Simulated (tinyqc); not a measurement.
Square on-chip spiral inductor, lumped pi model: one step of the calculation.

Outer diameter do = di + 2 n wd + 2 (n - 1) sp, mean da = (do + di)/2, fill p = (do - di)/(do + di), length l = 4 n da. L = 2.34 mu0 n^2 da/(1 + 2.75 p), mu0 = 4 pi 1e-7 H/m. Rs = rho l/(wd delta (1 - exp(-th/delta))), delta = sqrt(rho/(pi f mu0)). Cs = n wd^2 eps0 eo/hu across the coil. At each end Cox = l wd eps0 eo/(2 ho) leads to the substrate branch Rsi = 2 rs he/(l wd) in parallel with Csi = l wd eps0 11.7/(2 he). With one end grounded Y = 1/(Rs + i w L) + i w Cs + 1/[1/(i w Cox) + 1/(1/Rsi + i w Csi)], w = 2 pi f; Q = -Im Y/Re Y. Eddy currents in neighbouring turns and in the substrate are left out.

Task. Geometry and model elements. do, l, L, delta, Rs, Cs, Cox, Rsi and Csi as defined.

Parameters, values chosen for the exercise; values of the order met in silicon radio-frequency processes:

| symbol | value | unit | meaning |
|---|---|---|---|
| n | 6.5 |  | number of turns |
| wd | 10 | um | line width |
| sp | 2 | um | space between turns |
| di | 80 | um | inner diameter |
| th | 4 | um | metal thickness |
| rho | 3 | uohm cm | metal resistivity |
| ho | 3 | um | oxide below the coil |
| hu | 1.5 | um | oxide between coil and underpass |
| eo | 3 |  | relative permittivity of the oxide |
| rs | 1000 | ohm cm | substrate resistivity |
| he | 80 | um | effective spreading depth in the substrate |
| f | 5 | GHz | frequency |

Constants: eps0 = 8.8541878128e-12 F/m. Results are converted to the units shown.

Wanted: do; l; L; delta; Rs; Cs; Cox; Rsi; Csi.

Result.

do = 232.00 um
l = 4056.0 um
L = 8.2834 nH
delta = 1.2328 um
Rs = 10.271 ohm
Cs = 11.510 fF
Cox = 179.56 fF
Rsi = 39448 ohm
Csi = 26.261 fF

Computed by the program tinyqc: `OMP_NUM_THREADS=1 python tinyqc.py 2302234 2302235 out.jsonl`, one thread of a shared Intel Xeon 2.30GHz, about 0.01 s for the whole run.
